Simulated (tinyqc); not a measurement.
Wannier exciton and Elliott formula, step by step. Values are carried at full precision from step to step, so a last printed digit may differ when a step is redone from the rounded ones.

Constants: Ry = 13.60569312 eV; a0 (Bohr radius) = 0.5291772105 angstrom; hbar^2/2m0 = 3.80998211 eV angstrom^2; kB = 8.617333262e-05 eV/K; e/hbar = 1.519267448e-05 1/(T angstrom^2); muB = 5.788381798e-05 eV/T.

Inputs chosen for the exercise (near those of InP; the results hold for these values, not for the real material):
- me = 0.08 m0 (electron mass)
- mh = 0.261 m0 (hole mass)
- eps = 12.8 (dielectric constant)
- Eg = 1.444 eV (gap)
- N = 0.013 x 1e16/cm^3 (density of pairs)
- T = 77 K (temperature)
- B = 3.2 T (magnetic field)

## Exciton units

1/mu = 1/me + 1/mh, Ry* = Ry mu/eps^2, a* = a0 eps/mu.

mu = 0.06123 m0
Ry* = 5.085 meV
a* = 110.62 angstrom

## Hydrogen-like series

Binding Ry*/n^2 in three dimensions and Ry*/(n - 1/2)^2 in two; strengths relative to n = 1 go as 1/n^3 and (1/2)^3/(n - 1/2)^3. Lines at Eg less the binding.

Series:

| n | 3D binding (meV) | 3D line (eV) | 3D strength | 2D binding (meV) | 2D line (eV) | 2D strength |
|---|---|---|---|---|---|---|
| 1 | 5.08 | 1.4389 | 1.0000 | 20.34 | 1.4237 | 1.0000 |
| 2 | 1.27 | 1.4427 | 0.1250 | 2.26 | 1.4417 | 0.0370 |
| 3 | 0.56 | 1.4434 | 0.0370 | 0.81 | 1.4432 | 0.0080 |
| 4 | 0.32 | 1.4437 | 0.0156 | 0.42 | 1.4436 | 0.0029 |

## Free pairs and excitons

Saha balance n^2/n_x = K = (mu kB T/(4 pi c))^(3/2) exp(-Ry*/kB T) with n + n_x = N, 1s excitons only, equal spin counts for excitons and free pairs; free share f = 2/(1 + sqrt(1 + 4N/K)); c = hbar^2/2m0, Ry* = Ry mu/eps^2, 1/mu = 1/me + 1/mh, 1/angstrom^3 = 1e24/cm^3.

Give K and f.

K = 1.149 x 1e16/cm^3
free share = 0.9889

N a*^3 = 0.00018, below the Mott range of about 0.01 to 0.02.

## Diamagnetic shift

For the 1s state dE = (e B)^2 <x^2 + y^2>/(8 mu m0) = c ((e/hbar) B)^2 a*^2/(2 mu), c = hbar^2/2m0; it holds while gamma = muB B/(mu Ry*) is small.

dE = 0.8998 meV
gamma = 0.595

gamma is not small, so the true shift falls below this value and turns linear in B.

## Checks

- 1s binding from the radial equation by finite differences against Ry*, meV: both 5.08.

Run: tinyqc, `OMP_NUM_THREADS=1 python tinyqc.py 1250885 1250886 out.jsonl`; Intel(R) Xeon(R) Processor @ 2.30GHz, one thread, shared host; about 0.01 s of CPU time with all checks.
